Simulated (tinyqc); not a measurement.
From results to parameters: diatomic chain. Computed by the program tinyqc.

Problem. A chain of two alternating masses has one spring constant k; at the zone edge omega^2 = 2k/M and 2k/m, and wavenumber = 521.4708 sqrt(omega^2) with omega^2 in eV/(angstrom^2 u). Find k, the heavier mass and the optical wavenumber at q = 0.

wavenumbers at the zone edge (cm^-1): 344.236172  1119.486884
lighter mass = 9.200000 u

Solution. The upper value gives k = m omega^2/2, the ratio of the squares gives M/m, and at q = 0 omega^2 = 2k (1/m + 1/M), the sum of the two.

k = 21.2000 eV/angstrom^2
heavier mass = 97.300 u
optical wavenumber at q = 0 = 1171.217 cm^-1
